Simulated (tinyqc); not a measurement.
The fan of levels: Landau levels with Rashba coupling.

H = (p + eA)^2/2m + aR (sx ky - sy kx) + gs muB B sz/2. With d = 1/2 - gs m/4: E_0 = d hbar wc, and E(N, +/-) = hbar wc [N +/- sqrt(d^2 + 2 N aR^2/(l hbar wc)^2)] for N >= 1.

In a field B along z: l = 1/sqrt((e/hbar) B) is the magnetic length, n_B = B/(h/e) the number of states per area in one level, hbar wc = 2 muB B/m for mass m in m0; 1/angstrom^2 = 1e16/cm^2.

Constants: e/hbar = 1.519267448e-05 1/(T angstrom^2); h/e = 413566.7697 T angstrom^2; muB = 5.788381798e-05 eV/T.

Parameters, chosen for this exercise (near those of an asymmetric InGaAs well; not measured data): m = 0.0438 m0 (mass); gs = -4.29 (g factor); aR = 0.11 eV angstrom (Rashba constant); Bs = (1, 2, 3, 5, 7, 10, 14) T (fields).

The four lowest levels against B, with their labels in order.

Levels (meV):
```
B (T),first,second,third,fourth,order
1.00,1.08,1.45,3.61,4.21,1- 0 2- 1+
2.00,2.27,2.89,7.44,8.30,1- 0 2- 1+
3.00,3.47,4.34,11.27,12.39,1- 0 2- 1+
5.00,5.86,7.23,18.95,20.57,1- 0 2- 1+
7.00,8.26,10.12,26.63,28.75,1- 0 2- 1+
10.0,11.85,14.46,38.15,41.01,1- 0 2- 1+
14.0,16.64,20.24,53.51,57.37,1- 0 2- 1+
```

What can be read from this table?

The fourth level grows as B^0.98 over the first two rows and B^1.00 over the last two (1 for a parabolic band without a fixed offset such as a valley splitting, 1/2 for massless Dirac electrons). The order of the levels does not change. The term 2 aR^2/(l hbar wc)^2 falls as 1/B, from 0.053 to 0.004, against d^2 = 0.299.

tinyqc: `OMP_NUM_THREADS=1 python tinyqc.py 1281390 1281391 out.jsonl`; about 0.01 s, one thread, shared Intel(R) Xeon(R) Processor @ 2.30GHz.
